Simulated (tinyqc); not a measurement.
Cell and bit-line capacitance from two signals.

Problem. In a DRAM a freshly written one gives the bit-line signal (Vd/2) Cs/(Cs + Cb). Find Cs and Cb.

Values chosen for this exercise:
- Vd = 1.5 V (array voltage)

signal of a fresh one without and with 10 fF added to the bit line (mV): 273.64865  241.07143

Solution. (Vd/2)/signal = 1 + Cb/Cs, and the added capacitance raises it by its ratio to Cs.

Cs = 27.0 fF
Cb = 47.0 fF

Numbers from tinyqc (`OMP_NUM_THREADS=1 python tinyqc.py 2130036 2130037 out.jsonl`; about 0.01 s on one thread of a shared Intel Xeon 2.30GHz).
